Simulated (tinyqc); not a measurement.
Flattening the wire at fixed area: round or elliptic silicon nanowire with anisotropic valleys (Ritz method).

Wire along x = [100] on a (001) wafer, y = [010], z = [001]. Valley groups, two valleys each (w = inverse masses): A, axis along z: w_y = 1/mt, w_z = 1/ml, m_x = mt; B, axis along y: w_y = 1/ml, w_z = 1/mt, m_x = mt; C, axis along x: w_y = w_z = 1/mt, m_x = ml.

Hard wall on the ellipse (y/a)^2 + (z/b)^2 = 1, c = hbar^2/2m0. With u = y/a, v = z/b the operator is -c [(w_y/a^2) d2/du2 + (w_z/b^2) d2/dv2] on the unit disc. Basis (1 - u^2 - v^2) u^i v^j; S, X and Y are the disc integrals of f f', (df/du)(df'/du) and (df/dv)(df'/dv), from the integral of u^p v^q = 2 Gamma((p+1)/2) Gamma((q+1)/2)/((p + q + 2) Gamma((p+q+2)/2)) for even p, q; H = c (w_y X/a^2 + w_z Y/b^2).

Converged values use 21 functions of each parity class (e or o in u, then in v).

Constants: hbar^2/2m0 = 3.80998211 eV angstrom^2.

Parameters, chosen for this exercise (near those of a Si nanowire; not measured data):
```
symbol  value                              unit  meaning
ml      0.915                              m0    longitudinal mass
mt      0.187                              m0    transverse mass
asp     (0.4, 0.6, 0.8, 1, 1.3, 1.8, 2.5)        ratios a/b
area    30.2                               nm^2  cross-section, kept fixed
```

a = sqrt(area x ratio/pi), b = a/ratio, 1 nm^2 = 100 angstrom^2; lowest level of each group.

Levels (eV):
```
a/b  a (angstrom)  b (angstrom)       A       B       C
0.4          19.6          49.0  0.1473  0.0558  0.1736
0.6          24.0          40.0  0.1048  0.0575  0.1379
0.8          27.7          34.7  0.0842  0.0641  0.1255
1.0          31.0          31.0  0.0725  0.0725  0.1226
1.3          35.4          27.2  0.0629  0.0866  0.1266
1.8          41.6          23.1  0.0565  0.1115  0.1430
2.5          49.0          19.6  0.0558  0.1473  0.1736
```

Each group is lowest where its stretched ellipse is a circle, at a/b = sqrt(w_y/w_z): 2.21 for A, 0.45 for B and 1.00 for C. The lowest group is B in the first row and A in the last, A and B crossing at a/b = 1 by symmetry; B - A is -92 meV in the first row and +92 meV in the last.

Computed by tinyqc, a small Python program: `OMP_NUM_THREADS=1 python tinyqc.py 1252295 1252296 out.jsonl` (the numbers bound the seed that draws the inputs); one thread of a shared host (Intel(R) Xeon(R) Processor @ 2.30GHz), about 0.05 s for the whole set of steps.
